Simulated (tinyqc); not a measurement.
# Valence-band offset from core levels (Kraut method), with the dipole against the affinity rule, step by step

Numbers from tinyqc (`OMP_NUM_THREADS=1 python tinyqc.py 2410129 2410130 out.jsonl`; about 0.01 s on one thread of a shared Intel Xeon 2.30GHz). Printed values are rounded.

Binding energies are counted downwards from the Fermi level. dEv > 0 means that the valence edge of B lies below that of A, dEc > 0 that the conduction edge of B lies above that of A; dEc + dEv = EgB - EgA. The spectra are made-up values treated as data.

Parameters, values chosen for the exercise; gaps and affinities close to those of gallium arsenide (A) and tantalum oxide (B): gap of the substrate A EgA = 1.43 eV; gap of the overlayer B EgB = 4.35 eV; electron affinity of A chiA = 4.13 eV; electron affinity of B chiB = 3.28 eV; core level of bare A cA = 34.27 eV; core level of thick B cB = 19.57 eV; valence-band maximum of thick B vB = 4.05 eV; relative permittivity inside the dipole layer ei = 4.9; thickness of the dipole layer dd = 0.25 nm; core level of A under a thin film of B iA = 34.21 eV; core level of B in that thin film iB = 17.93 eV; background counts in the gap bg = 51.

Constants: q = 1.602176634e-19 C, eps0 = 8.8541878128e-14 F/cm where lengths are in cm. Results are converted to the units shown.

## Valence-band maximum of bare A

```
point  binding energy (eV)  counts on the leading edge
0                     0.87                         101
1                     0.99                         125
2                     1.11                         149
3                     1.23                         173
4                     1.35                         197
5                     1.47                         221
```

Fit a straight line to the leading edge by least squares; the maximum vA lies where it meets the background.

slope = 200 counts/eV
intercept = -73 counts
vA = 0.62 eV

## Offsets

dEv = (iB - iA) - (cB - vB) + (cA - vA), dEc = EgB - EgA - dEv.

cA - vA = 33.65 eV
cB - vB = 15.52 eV
iB - iA = -16.28 eV
dEv = 1.85 eV
dEc = 1.07 eV

The alignment is type I (straddling). Both offsets exceed 1 eV, the usual requirement for a gate dielectric. A rigid shift of all levels, by charging or doping, cancels in the differences.

## Interface dipole

The affinity rule gives dEc(0) = chiA - chiB; the dipole step is D = dEc - dEc(0), and two sheets of opposite charge dd apart hold N = eps0 ei |D|/(q dd).

dEc(0) = 0.85 eV
D = 0.22 eV
N = 2.382962e13 cm^-2
field in the dipole layer = 8.8 MV/cm

N is 0.034 elementary charges for each of about 7e14 surface atoms per cm^2.
